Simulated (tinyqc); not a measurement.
Leakage through a gate insulator: direct, Fowler-Nordheim, trap-assisted and Poole-Frenkel currents: one step, computed by the program tinyqc.

Electrons enter from the cathode Fermi level at x = 0; the conduction band of the insulator lies phi_b - e F x above it, F = V/t. WKB exponents use a parabolic band with mass m.

Question. One trap at several depths. For a level a distance phi(x) below the band, the WKB exponent is 2 int kappa dx with kappa = sqrt(m phi/(hbar^2/2m_0)); for a linear barrier from phi_1 down to phi_2 = max(phi_1 - e F d, 0) it is G = (4/3) sqrt(m/(hbar^2/2m_0)) (phi_1^(3/2) - phi_2^(3/2))/(e F). A trap at depth x lies phi_t below the band. Capture: tunnel at the cathode Fermi level from 0 to x (G_in from phi_1 = phi_b), rate nu_0 exp(-G_in - E_c/k_B T) with E_c = E_a + max(phi_b - phi_t - e F x, 0), the last term being the height of the trap above the cathode Fermi level. Emission: tunnel from the trap level to the anode (G_out from phi_1 = phi_t over t - x), rate nu_0 exp(-G_out - E_a/k_B T). Re-emission to the cathode follows from detailed balance, rate_back = rate_in exp(dE/k_B T) with dE = phi_b - phi_t - e F x. Each trap passes R = rate_in rate_out/(rate_in + rate_back + rate_out) electrons per second; filling from the anode is left out. Depths: t times 0.08, 0.2, 0.32, 0.44, 0.56, 0.68, 0.8 and 0.92, rounded to 0.01 nm.

Inputs (values chosen for the exercise, with an insulator like HfO2):
```
quantity                        value  unit
thickness t                       1.8    nm
barrier phi_b                    1.56    eV
tunnelling mass m                0.19   m_0
voltage across the insulator V      1     V
trap depth phi_t                  1.1    eV
attempt rate nu_0               2e+13   1/s
activation of capture E_a        0.28    eV
temperature T                     200     K
```

Constants: k_B = 8.617333262e-05 eV/K; hbar^2/(2 m_0) = 3.80998212 eV angstrom^2.

Give: Rates.

Answer.

Rates:
```
x (nm)   G_in  G_out  E_c (eV)  rate in (1/s)  rate back (1/s)  rate out (1/s)    R (1/s)
0.14    0.771  5.781    0.6622      1.900e-04        8.136e+05       5.426e+03  1.259e-06
0.36    1.942  5.303    0.5400      7.080e-02        2.522e+05       8.759e+03  2.376e-03
0.58    3.062  4.713    0.4178      2.777e+01        8.231e+04       1.580e+04  4.471e+00
0.79    4.081  4.063    0.3011      8.733e+03        2.973e+04       3.025e+04  3.845e+03
1.01    5.092  3.302    0.2800      1.081e+04        3.062e+01       6.474e+04  9.260e+03
1.22    6.002  2.507    0.2800      4.354e+03        1.416e-02       1.434e+05  4.226e+03
1.44    6.892  1.607    0.2800      1.788e+03        4.838e-06       3.527e+05  1.779e+03
1.66    7.713  0.644    0.2800      7.864e+02        1.771e-09       9.239e+05  7.858e+02
```

The most effective of these traps sits at 1.01 nm, 56 % of the way; where rate back exceeds rate out, re-emission drains the trap, and elsewhere the slower forward step limits R; the best depth is near where rate in and rate out cross.
